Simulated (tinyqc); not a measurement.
Inside a calculation. Method: CCSD on RHF in the sto-3g basis, for H3+, spin multiplicity 1. One step of it, computed by the program tinyqc.

Task: Orthogonalisation. S = U s U^T; symmetric (Loewdin) form X = U s^(-1/2) U^T, so that X^T S X = 1.

overlap S, lower triangle:
```
          1H 1s     2H 1s     3H 1s
1H 1s  1.000000
2H 1s  0.390563  1.000000
3H 1s  0.333476  0.176198  1.000000
```

Give: eigenvalues of S; X.

Result:

eigenvalues of S: 0.5649  0.8266  1.6085

X, lower triangle:
```
         1H 1s    2H 1s   3H 1s
1H 1s   1.1041
2H 1s  -0.2070   1.0670
3H 1s  -0.1681  -0.0454  1.0478
```
